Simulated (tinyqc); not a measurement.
Hubbard chain of 2 sites, step by step. One step of it, computed by the program tinyqc.

Problem. Mean-field iteration 2. H(up) = T + U n(down), H(down) = T + U n(up); fill the lowest levels; n(new) = n + mixing (n(out) - n); E = tr T (rho up + rho down) + U sum n_up n_down of the output.

one-body matrix (hopping and site energies) (eV):
```
           1          2
1   0.570000  -1.640000
2  -1.640000  -0.780000
```

U = 5.900000 eV

electrons, up and down: 1  1

mixing = 0.200000

n(up) after iteration 1: 1 0.937013, 2 0.062987

n(down) after iteration 1: 1 0.050290, 2 0.949710

Give: levels, up; levels, down; energy; n(up) after iteration 2; n(down) after iteration 2.

Solution.

levels, up (eV): 0.2753  5.4147

levels, down (eV): -0.7984  6.4884

energy = -1.1560 eV

n(up) after iteration 2: 1 0.9266, 2 0.0734

n(down) after iteration 2: 1 0.0509, 2 0.9491
